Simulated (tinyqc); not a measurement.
# Energy and delay of logic against supply voltage, step by step

Numbers from tinyqc (`OMP_NUM_THREADS=1 python tinyqc.py 2082114 2082115 out.jsonl`; about 0.01 s on one thread of a shared Intel Xeon 2.30GHz). Printed values are rounded.

One expression serves below and above threshold: I(Vg) = Ik [ln(1 + exp((Vg - VT + dd V)/(al nf Vt)))]^al, with I_on = I(V) and I_off = I(0). Gate delay td = kd C V/I_on, clock period LD td. Per gate and cycle the switching energy is act C V^2 and the leakage energy I_off V LD td. No short-circuit current, no variation. Minima are sought above 0.09 V; below a few Vt gates no longer switch and the model has no meaning.

Parameters, values chosen for the exercise; values of the order met in logic technologies:
- T = 250 K (temperature)
- VT = 0.32 V (threshold voltage at zero drain bias)
- nf = 1.31 (slope factor)
- dd = 0.06 (barrier lowering per volt of supply)
- Ik = 0.84 uA (specific current of a gate)
- al = 1.23 (exponent of the current law)
- C = 0.42 fF (load capacitance of a gate)
- kd = 0.9 (delay factor)
- LD = 60 (logic depth)
- act = 0.01 (activity factor)
- V = 0.39 V (supply voltage)

Constants: q = 1.602176634e-19 C, kB = 1.380649e-23 J/K, Vt = kB T/q. Results are converted to the units shown.

## Currents, delay and energies

I_on, I_off, td, clock frequency 1/(LD td), both energies and their sum.

I_on = 2.923333 uA
I_off = 0.02290646 nA
td = 50.42873 ps
clock frequency = 0.3304994 GHz
switching energy = 0.6388200 aJ
leakage energy = 0.02703036 aJ
energy = 0.6658504 aJ

I_on/I_off = 1.28e5; leakage makes up 4.06 % of the energy.

## Starting value

V = 0.35 V.

V at the start = 0.35 V

## Iteration 1: new V

Minimum-energy supply: E(V) is the energy per gate and cycle; with h = 0.001 V, E' = (E(V + h) - E(V - h))/(2 h), E'' = (E(V - h) - 2 E(V) + E(V + h))/h^2, V(new) = V - E'/E''.

E' = 2.557527 aJ/V
E'' = 17.87411 aJ/V^2
V after iteration 1 = 0.2069144 V

## Iteration 2: new V

As before.

E' = -14.53841 aJ/V
E'' = 399.9788 aJ/V^2
V after iteration 2 = 0.2432624 V

## Iteration 3: new V

As before.

E' = -4.480130 aJ/V
E'' = 178.6731 aJ/V^2
V after iteration 3 = 0.2683368 V

## Course of the iteration

Stop when the step is below 1e-9 V, or after 40 iterations.

Course of the iteration:
```
iteration  V before the step (V)   step (V)
1                           0.35     -0.143
2                      0.2069144     0.0363
3                      0.2432624     0.0251
4                      0.2683368     0.0111
5                      0.2794277    1.75e-3
6                      0.2811799    3.74e-5
7                      0.2812173    1.48e-8
8                      0.2812173  -7.19e-13
```

Converged in 8 iterations. There leakage makes up 25.0 % of the energy and the clock runs at 46.2 MHz.
